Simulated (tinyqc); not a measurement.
## MOSFET in saturation, small-signal circuit and noise: effect of the temperature on speed and noise

Bias by the inversion coefficient IC = I/Ispec (charge-based model with velocity saturation; weak inversion below 0.1, strong above 10). Common-source circuit: gm, gds, Cgs, Cgd and Cj at the inner nodes, Rg in series with the gate; quasi-static, no source or drain resistance, no gate-body capacitance, no substrate network, no induced gate noise, so fmax is an upper estimate.

Ispec = 2 n mu Cox (W/L) Vt^2, lc = Ls/L, gms = [sqrt((lc IC + 1)^2 + 4 IC) - 1]/[2 + lc (lc IC + 1)], gm = gms Ispec/(n Vt), gds = sg gm. qs = [sqrt(1 + 4 IC) - 1]/2, Cgs = Cox W L qs (2 qs + 3)/(3 (qs + 1)^2) + Cov W, Cgd = Cov W, Cd = Cj W, Rg = Rsh (Wf/L)/(12 Nf) + Rc/W with Nf = W/Wf fingers (not rounded) contacted at both ends. fT = gm/(2 pi (Cgs + Cgd)), fmax = fT/(2 sqrt(Rg (gds + 2 pi fT Cgd))). Channel noise Sid = 4 kB T gam n gm with gam = (1/2 + (2/3) qs)/(1 + qs) + gw lc IC, qs = [sqrt(1 + 4 IC) - 1]/2, lc = Ls/L (the last term an empirical rise with velocity saturation); at the gate, white noise Sw = Sid/gm^2 + 4 kB T Rg. Number fluctuation with correlated mobility: S(f) = K/f, K = q^2 Vt lt Nt/(W L Cox^2) (1 + ac mu Cox I/gm)^2, Vt in eV with Nt per eV. Corner fc = K/Sw. IC is held fixed, and so are mu, n, Ls and Nt.

Inputs (values chosen for the exercise): gate length L = 130 nm; total gate width W = 5 um; gate capacitance Cox = 2.02 uF/cm^2; mobility mu = 210 cm^2/(V s); slope factor n = 1.4; velocity-saturation length Ls = 25 nm; ratio gds/gm sg = 0.045; overlap and fringe capacitance per side Cov = 0.35 fF/um; drain junction capacitance Cj = 0.65 fF/um; sheet resistance of the gate Rsh = 5 ohm; finger width Wf = 4 um; gate contact and vertical resistance Rc = 200 ohm um; inversion coefficient IC = 0.33; short-channel excess of the noise factor gw = 0.06; oxide trap density Nt = 6e16 cm^-3 eV^-1; tunnelling length into the oxide lt = 0.1 nm; Coulomb scattering coefficient ac = 0 V s/C.

Constants: q = 1.602176634e-19 C, kB = 1.380649e-23 J/K, Vt = kB T/q. Results are converted to the units shown.

The same in every row: Rg (ohm) = 50.26.

Effect of the temperature on speed and noise:

| T (K) | I (uA) | fT (GHz) | fmax (GHz) | sqrt(Sw) (nV/Hz^0.5) | fc (MHz) |
|---|---|---|---|---|---|
| 100 | 1.119 | 1.903 | 27.30 | 7.614 | 0.08631 |
| 150 | 2.519 | 2.854 | 33.43 | 7.624 | 0.1292 |
| 200 | 4.478 | 3.805 | 38.60 | 7.633 | 0.1718 |
| 250 | 6.997 | 4.757 | 43.16 | 7.642 | 0.2142 |
| 300 | 10.08 | 5.708 | 47.28 | 7.651 | 0.2565 |
| 350 | 13.71 | 6.659 | 51.07 | 7.660 | 0.2985 |
| 400 | 17.91 | 7.611 | 54.59 | 7.669 | 0.3403 |

What does the table show?

As T goes from 100 to 400 K, fT rises from 1.90 to 7.61 GHz, fmax rises from 27.3 to 54.6 GHz, the white noise rises from 7.61 to 7.67 nV/Hz^0.5 and the corner rises from 0.0863 to 0.340 MHz. At fixed IC and mobility the current goes as T^2 and gm as T, which is why fT rises; a real mobility would fall with T. In every row fmax exceeds 4 fT, where channel resistance and substrate losses, left out here, would cap it. For T = 100 to 150 K band tails and dopant freeze-out, left out here, change n and the noise.

Program tinyqc, `OMP_NUM_THREADS=1 python tinyqc.py 2150116 2150117 out.jsonl`; Intel Xeon 2.30GHz, shared host, one thread, about 0.01 s.
